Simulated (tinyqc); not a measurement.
Heisenberg magnet: exchange from energy differences, ordering vector, linear spin waves and ordering temperature: one step, computed by the program tinyqc. Command: `OMP_NUM_THREADS=1 python tinyqc.py 3015762 3015763 out.jsonl magnon walk`. One thread of a shared host (Intel(R) Xeon(R) Processor @ 2.30GHz), about 0.09 s of CPU time with the checks.

H = -sum over pairs <ij> J_ij S_i.S_j - K sum_i (S_i^z)^2, each pair once, J > 0 ferromagnetic. First neighbours: 12 at a (0.5, 0.5, 0), second: 6 at a (1, 0, 0), with all permutations and signs.

Problem. Energies of ordered states. J(q) = J1 g1(q) + J2 g2(q), g_s(q) = sum over shell s of cos(q.R). A classical spiral or collinear state of wave vector Q has the exchange energy -(S^2/2) J(Q) per site.

Inputs (values chosen for the exercise, for a model magnet): exchange J1 = 26.5 meV; exchange J2 = 8.4 meV; spin S = 0.5.

Lattice: fcc.

Give: States, Q in 2 pi/a.

Solution.

States, Q in 2 pi/a:
```
Q                  g1  g2  energy (meV/site)
G (0, 0, 0)        12   6             -46.05
X (1, 0, 0)        -4   6               6.95
L (0.5, 0.5, 0.5)   0  -6               6.30
W (1, 0.5, 0)      -4   2              11.15
```

The lowest of these is G (0, 0, 0), 52.350 meV per site below L (0.5, 0.5, 0.5).
